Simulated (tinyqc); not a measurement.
Two-step dopant diffusion (predeposition and drive-in) with a constant diffusivity: one step, computed by the program tinyqc.

Fick diffusion into a half space x > 0 whose background doping C_B is of the opposite type, so that a junction lies where C = C_B.

Question. Drive-in as a Gaussian. With a sealed surface and a thin source, C = Q/sqrt(pi (Dt)2) exp(-x^2/(4 (Dt)2)); x_j = 2 sqrt((Dt)2 ln(C(0)/C_B)); gradient at the junction |dC/dx| = C_B x_j/(2 (Dt)2).

Inputs (values chosen for the exercise, modelled on aluminium in silicon):
```
quantity                        value    unit
background doping C_B         2.8e+15  1/cm^3
predeposition temperature T1     1025       C
drive-in temperature T2          1125       C
stand-by temperature              700       C
```

dose Q = 3.310811e+13 1/cm^2

drive-in budget (Dt)2 = 1.107718e-08 cm^2

Give: surface concentration C(0) (Gaussian); junction depth x_j; gradient at the junction.

Answer.

surface concentration C(0) (Gaussian) = 1.775e+17 1/cm^3

junction depth x_j = 4.288 um

gradient at the junction = 5.419e+19 1/cm^4
